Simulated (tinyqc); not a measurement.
Electron mobility in a silicon inversion layer, empirical terms and Matthiessen rule: effect of the temperature.

Inversion layer of sheet density Ns on a uniformly doped body, under a high-permittivity gate with an interlayer. The mobility terms are empirical power laws with prefactors chosen for the exercise; adding their inverses (Matthiessen) is itself an approximation.

Nc and Nv are given at 350 K and scale as (T/350 K)^1.5; Eg is fixed. ni = sqrt(Nc Nv) exp(-Eg/(2 Vt)), Eg in volts; Ndep = sqrt(2 eps0 eps_r Nb (2 Vt ln(Nb/ni) + Vsb)/q); E = q (Ndep + eta Ns)/(eps0 eps_r), in MV/cm. With t = T/(300 K): muC = Ac (Ns/1e12 cm^-2) t/(Nb/1e17 cm^-3 + Nit/1e11 cm^-2), muP = Ap E^(-1/3) t^(-1.75), muS = As E^(-gs), muR = Ar exp(2 ti/lr)/t; 1/mu is the sum of the inverses.

Inputs (values chosen for the exercise); material values close to those of silicon:
- Eg = 1.11 eV (band gap)
- eps_r = 11.6 (relative permittivity of the semiconductor)
- Nc = 3.55e19 cm^-3 (conduction-band density of states at the reference temperature)
- Nv = 3.4e19 cm^-3 (valence-band density of states at the reference temperature)
- Nb = 2.3e18 cm^-3 (body doping)
- Vsb = 1 V (reverse body bias)
- eta = 0.5 (weight of the inversion charge in the effective field)
- Ap = 424 cm^2/(V s) (phonon-limited mobility at 1 MV/cm and 300 K)
- As = 831 cm^2/(V s) (roughness-limited mobility at 1 MV/cm)
- gs = 2 (exponent of the roughness term)
- Ac = 3800 cm^2/(V s) (Coulomb prefactor)
- Nit = 4.5e10 cm^-2 (charge at the interface)
- Ar = 230 cm^2/(V s) (remote-phonon mobility without interlayer)
- ti = 0.6 nm (interlayer thickness)
- lr = 0.7 nm (decay length of remote phonons)
- Ns = 3.2e12 cm^-2 (inversion density)

Constants: q = 1.602176634e-19 C, kB = 1.380649e-23 J/K, Vt = kB T/q, eps0 = 8.8541878128e-14 F/cm where lengths are in cm. Results are converted to the units shown.

Effect of the temperature:

| T (K) | E (MV/cm) | muC (cm^2/(V s)) | muP (cm^2/(V s)) | muS (cm^2/(V s)) | muR (cm^2/(V s)) | mu (cm^2/(V s)) |
|---|---|---|---|---|---|---|
| 120 | 1.4734 | 207.42 | 1852.1 | 382.81 | 3192.8 | 120.68 |
| 160 | 1.4676 | 276.56 | 1120.9 | 385.82 | 2394.6 | 133.02 |
| 200 | 1.4611 | 345.70 | 759.69 | 389.28 | 1915.7 | 136.99 |
| 250 | 1.4520 | 432.13 | 515.17 | 394.17 | 1532.5 | 134.32 |
| 300 | 1.4420 | 518.55 | 375.30 | 399.63 | 1277.1 | 126.93 |
| 350 | 1.4313 | 604.98 | 287.27 | 405.61 | 1094.7 | 117.47 |
| 400 | 1.4200 | 691.40 | 228.01 | 412.12 | 957.84 | 107.50 |
| 450 | 1.4080 | 777.83 | 186.07 | 419.16 | 851.42 | 97.844 |

Read the table: what changes, and by how much?

As T goes from 120 to 450 K, E falls from 1.47 to 1.41 MV/cm and mu goes from 121 through a maximum of 137 (at T = 200 K among the rows listed) to 97.8 cm^2/(V s). The smallest term is the Coulomb one in the first row and the phonon one in the last. Coulomb scattering weakens and phonon scattering grows with T, hence the maximum. For T = 120 to 160 K dopant freeze-out and degenerate screening, left out here, matter.

Program tinyqc, `OMP_NUM_THREADS=1 python tinyqc.py 2510062 2510063 out.jsonl`; Intel Xeon 2.30GHz, shared host, one thread, about 0.01 s.
